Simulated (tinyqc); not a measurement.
Two-step dopant diffusion (predeposition and drive-in) with a constant diffusivity. From one set of inputs to another, one input at a time. Computed by tinyqc, a small Python program. Command: `OMP_NUM_THREADS=1 python tinyqc.py 3006901 3006902 out.jsonl dopdiff ladder`. One thread of a shared host (Intel(R) Xeon(R) Processor @ 2.30GHz), about 0.05 s of CPU time with the checks.

Fick diffusion into a half space x > 0 whose background doping C_B is of the opposite type, so that a junction lies where C = C_B.

The inputs printed are set A. Set A is modelled on gallium in silicon; the values taken over come from a set modelled on antimony in silicon. Inputs not listed in the table keep their values of set A, so the rows need not describe a real material.

Inputs (values chosen for the exercise, modelled on gallium in silicon): prefactor D0 = 0.343 cm^2/s; activation energy E = 3.39 eV; surface concentration C_s = 4e+18 1/cm^3; background doping C_B = 2.6e+15 1/cm^3; predeposition temperature T1 = 875 C; predeposition time t1 = 10 min; drive-in temperature T2 = 1000 C; drive-in time t2 = 240 min; mean mobility in the layer mu = 74 cm^2/(V s).

Furnace ramps of the drive-in: none.

Constants: k_B = 8.617333262e-05 eV/K; e = 1.602176634e-19 C.

Method:
- D = D0 exp(-E/(k_B T)).
- Temperatures in kelvin are T(C) + 273.15.
- Times in seconds are 60 times the minutes.
- (Dt)2 = D2 t2, t2 in seconds.
- C = C_s erfc(x/(2 sqrt(D1 t1))); dose Q = 2 C_s sqrt(D1 t1/pi); the junction solves erfc(z) = C_B/C_s with x_j = 2 z sqrt(D1 t1).
- With a sealed surface and a thin source, C = Q/sqrt(pi (Dt)2) exp(-x^2/(4 (Dt)2)); x_j = 2 sqrt((Dt)2 ln(C(0)/C_B)); gradient at the junction |dC/dx| = C_B x_j/(2 (Dt)2).
- Net dose Q_net = Q erf(x_j/(2 sqrt((Dt)2))) - C_B x_j; R_s = 1/(e mu Q_net), with every dopant ionised and one mobility.

Each row keeps all changes above it; columns: (1) input moved; (2) from; (3) to; (4) surface concentration C(0) (Gaussian) (1/cm^3); (5) sheet resistance R_s (Gaussian) (ohm/square); (6) gradient at the junction (1/cm^4):
```
(1)                                                         (2)         (3)         (4)    (5)         (6)
set A                                                         -           -  9.6682e+16  38380  3.6052e+20
mean mobility in the layer mu (cm^2/(V s))                   74         190  9.6682e+16  14948  3.6052e+20
background doping C_B (1/cm^3)                          2.6e+15     1.6e+16  9.6682e+16  20209  1.5648e+21
drive-in temperature T2 (C)                                1000        1050  5.3926e+16  27305  7.1732e+20
surface concentration C_s (1/cm^3)                        4e+18     5.9e+18  7.9541e+16  14825  8.2409e+20
prefactor D0 (cm^2/s) and activation energy E (eV)  0.343, 3.39  4.16, 3.91  5.6188e+16  71498  2.0481e+21
predeposition temperature T1 (C)                            875        1000  3.9101e+17   5975  3.2670e+21
```

Which inputs carry the difference?

Surface concentration C(0) (Gaussian) goes from 9.67e16 to 3.91e17, a factor 4.04 in all. The largest single move comes from predeposition temperature T1 (a factor 6.96), and drive-in temperature T2 works against it (a factor 0.558). Sheet resistance R_s (Gaussian) goes from 38400 to 5980, a factor 0.156 in all. The largest single move comes from predeposition temperature T1 (a factor 0.0836), and prefactor D0 with activation energy E works against it (a factor 4.82). Gradient at the junction goes from 3.61e20 to 3.27e21, a factor 9.06 in all. The largest single move comes from background doping C_B (a factor 4.34), and drive-in temperature T2 works against it (a factor 0.458). The single moves hold for this order of the switches; the total does not depend on the order.

Caution (rows set A, mean mobility in the layer mu, background doping C_B, drive-in temperature T2, surface concentration C_s, prefactor D0): C_s exceeds the intrinsic carrier density of silicon at the predeposition temperature (2e18 to 1e19 per cm^3), where real diffusivities rise with concentration and profiles turn box-like.

Extremes, crossings and ranges named in words are read from the listed rows.
